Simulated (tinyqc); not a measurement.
Empirical pseudopotential in a few plane waves, step by step. One step of it, computed by the program tinyqc.

Task: Levels at G. Diagonalise the Hermitian matrix.

H(k) at G (eV), lower triangle (Hermitian):
```
                     +0+0+0               -1-1-1               -1-1+1               -1+1-1
+0+0+0             0.000000
-1-1-1   2.289721-0.442551i            16.309191
-1-1+1  -2.289721-0.442551i   0.000000+1.292541i            16.309191
-1+1-1  -2.289721-0.442551i   0.000000+1.292541i             0.816342            16.309191
-1+1+1  -2.289721+0.442551i            -0.816342   0.000000+1.292541i   0.000000+1.292541i
+1-1-1  -2.289721-0.442551i   0.000000+1.292541i             0.816342             0.816342
+1-1+1  -2.289721+0.442551i            -0.816342   0.000000+1.292541i             0.000000
+1+1-1  -2.289721+0.442551i            -0.816342             0.000000   0.000000+1.292541i
+1+1+1   2.289721+0.442551i             0.000000            -0.816342            -0.816342
-2+0+0   0.000000-1.292541i  -2.289721+0.442551i  -2.289721-0.442551i  -2.289721-0.442551i
+0-2+0   0.000000-1.292541i  -2.289721+0.442551i  -2.289721-0.442551i   0.538758-0.327103i
+0+0-2   0.000000-1.292541i  -2.289721+0.442551i   0.538758-0.327103i  -2.289721-0.442551i
+0+0+2   0.000000+1.292541i  -0.538758-0.327103i   2.289721+0.442551i  -0.538758+0.327103i
+0+2+0   0.000000+1.292541i  -0.538758-0.327103i  -0.538758+0.327103i   2.289721+0.442551i
+2+0+0   0.000000+1.292541i  -0.538758-0.327103i  -0.538758+0.327103i  -0.538758+0.327103i

                     -1+1+1               +1-1-1               +1-1+1               +1+1-1
-1+1+1            16.309191
+1-1-1             0.000000            16.309191
+1-1+1             0.816342   0.000000+1.292541i            16.309191
+1+1-1             0.816342   0.000000+1.292541i             0.816342            16.309191
+1+1+1   0.000000+1.292541i            -0.816342   0.000000+1.292541i   0.000000+1.292541i
-2+0+0   2.289721-0.442551i   0.538758-0.327103i  -0.538758-0.327103i  -0.538758-0.327103i
+0-2+0  -0.538758-0.327103i  -2.289721-0.442551i   2.289721-0.442551i  -0.538758-0.327103i
+0+0-2  -0.538758-0.327103i  -2.289721-0.442551i  -0.538758-0.327103i   2.289721-0.442551i
+0+0+2  -2.289721+0.442551i  -0.538758+0.327103i  -2.289721+0.442551i   0.538758+0.327103i
+0+2+0  -2.289721+0.442551i  -0.538758+0.327103i   0.538758+0.327103i  -2.289721+0.442551i
+2+0+0   0.538758+0.327103i   2.289721+0.442551i  -2.289721+0.442551i  -2.289721+0.442551i

                     +1+1+1     -2+0+0     +0-2+0     +0+0-2
+1+1+1            16.309191
-2+0+0  -0.538758+0.327103i  21.745588
+0-2+0  -0.538758+0.327103i   0.816342  21.745588
+0+0-2  -0.538758+0.327103i   0.816342   0.816342  21.745588
+0+0+2  -2.289721-0.442551i  -0.816342  -0.816342   0.000000
+0+2+0  -2.289721-0.442551i  -0.816342   0.000000  -0.816342
+2+0+0  -2.289721-0.442551i   0.000000  -0.816342  -0.816342

           +0+0+2     +0+2+0     +2+0+0
+0+0+2  21.745588
+0+2+0   0.816342  21.745588
+2+0+0   0.816342   0.816342  21.745588
```

Give: eigenvalues.

Result:

eigenvalues (eV): -3.0556  11.7496  11.7496  11.7496  14.0198  15.8770  15.8770  15.8770  20.1129  20.1129  22.7034  25.1047  25.1047  25.1047  28.8598
